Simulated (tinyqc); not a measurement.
Keating valence-force model of a tetrahedral crystal: one step, computed by the program tinyqc. Command: `OMP_NUM_THREADS=1 python tinyqc.py 3025854 3025855 out.jsonl keating walk`. One thread of a shared host (Intel(R) Xeon(R) Processor @ 2.30GHz), about 0.03 s of CPU time with the checks.

Atom A sits at 0 and atom B at a/4 (1,1,1) of an fcc lattice; the four bonds from A are t = a/4 (1,1,1), a/4 (1,-1,-1), a/4 (-1,1,-1), a/4 (-1,-1,1), of length d = sqrt(3) a/4. Energy: E = (3 alpha/(8 d^2)) sum over bonds (r.r - d^2)^2 + (3 beta/(8 d^2)) sum over pairs of bonds at one atom (r_i.r_j + d^2/3)^2, with beta_A for the six pairs at A and beta_B for the six at B. The cell holds two atoms, Omega = a^3/4. 1 N/m = 1 J/m^2. With constants fitted to the elastic moduli this model puts optical and zone-boundary frequencies of real crystals too high, by up to about 20 % in elemental crystals and up to about 50 % in compounds, and mostly by more for TA modes; in compounds the lattice part of the static dielectric constant then comes out too low.

Question. Elastic constants and internal strain. beta = (beta_A + beta_B)/2; C11 = (alpha + 3 beta)/a, C12 = (alpha - beta)/a, C44 = 4 alpha beta/(a (alpha + beta)); with the two sublattices clamped C44(0) = (alpha + beta)/a; internal-strain parameter zeta = (alpha - beta)/(alpha + beta); B = (C11 + 2 C12)/3.

Inputs (values chosen for the exercise, modelled on zinc sulfide):
```
quantity               value      unit
lattice constant a      5.41  angstrom
bond stretching alpha     44       N/m
bond bending beta_A     4.73       N/m
bond bending beta_B     4.73       N/m
```

Structure: zinc blende.

Give: C11; C12; C44; clamped C44(0); internal-strain parameter zeta; bulk modulus B.

Answer.

C11 = 107.6 GPa

C12 = 72.59 GPa

C44 = 31.58 GPa

clamped C44(0) = 90.07 GPa

internal-strain parameter zeta = 0.8059

bulk modulus B = 84.25 GPa

Letting the sublattices shift lowers C44 by 65 %, which is zeta^2. With zeta near 1 a shear keeps the bond lengths and bends the angles. The model fixes 2 C44 (C11 + C12)/((C11 - C12)(C11 + 3 C12)) = 1.000 whatever alpha and beta are.
